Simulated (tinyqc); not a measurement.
Undoped gate-all-around wire MOSFET, analytic charge model: two steps of the calculation.

An undoped round wire of radius R under an insulator shell and a surrounding gate; long channel, electrons only, n = ni exp((psi - V)/Vt) with V the quasi-Fermi potential (0 at the source, Vd at the drain), constant mobility, no quantisation. The radial Poisson equation gives n(r) = n(0)/(1 - (1 - b) r^2/R^2)^2 with b = Q0/(Q + Q0). Q is the electron charge per area of the wire surface.

Parameters, values chosen for the exercise; material values close to those of silicon:

| symbol | value | unit | meaning |
|---|---|---|---|
| T | 300 | K | temperature |
| Eg | 1.12 | eV | band gap |
| eps_r | 11.7 |  | relative permittivity of the semiconductor |
| Nc | 2.82e19 | cm^-3 | conduction-band density of states at T |
| Nv | 2.68e19 | cm^-3 | valence-band density of states at T |
| eox | 4.09 |  | relative permittivity of the gate insulator |
| tox | 2.1 | nm | insulator thickness |
| R | 3 | nm | wire radius |
| dphi | -0.03 | V | gate work function less that of the intrinsic body |
| Vg | 1.03 | V | gate voltage |

Constants: q = 1.602176634e-19 C, kB = 1.380649e-23 J/K, Vt = kB T/q, eps0 = 8.8541878128e-14 F/cm where lengths are in cm. Results are converted to the units shown.

Task 1. Constants of the wire. ni = sqrt(Nc Nv) exp(-Eg/(2 Vt)), Eg in volts; Cox = eps0 eox/(R ln(1 + tox/R)); Q0 = 4 eps0 eps_r Vt/R; V0 = dphi + Vt ln[8 eps0 eps_r Vt/(q ni R^2)].

Wanted: ni; Cox; Q0; V0.

Result 1.

ni = 1.075e10 cm^-3
Cox = 2.275 uF/cm^2
Q0 = 357.1 nC/cm^2
V0 = 0.5141 V

Task 2. Charge at the source by Newton steps. With V = 0: f = Q/Cox + Vt ln(Q/Q0) + Vt ln(1 + Q/Q0) - (Vg - V0); f' = 1/Cox + Vt/Q + Vt/(Q + Q0); Q(new) = Q - f/f'.

Q after iteration 1 = 491.19656 nC/cm^2
Cox = 2.2748901 uF/cm^2
Q0 = 357.08160 nC/cm^2
V0 = 0.51409298 V

Find: f; f'; Q after iteration 2.

Result 2.

f = -0.26937 V
f' = 5.2269e-4 V cm^2/nC
Q after iteration 2 = 1006.6 nC/cm^2

Numbers from tinyqc (`OMP_NUM_THREADS=1 python tinyqc.py 2460109 2460110 out.jsonl`; about 0.03 s on one thread of a shared Intel Xeon 2.30GHz).
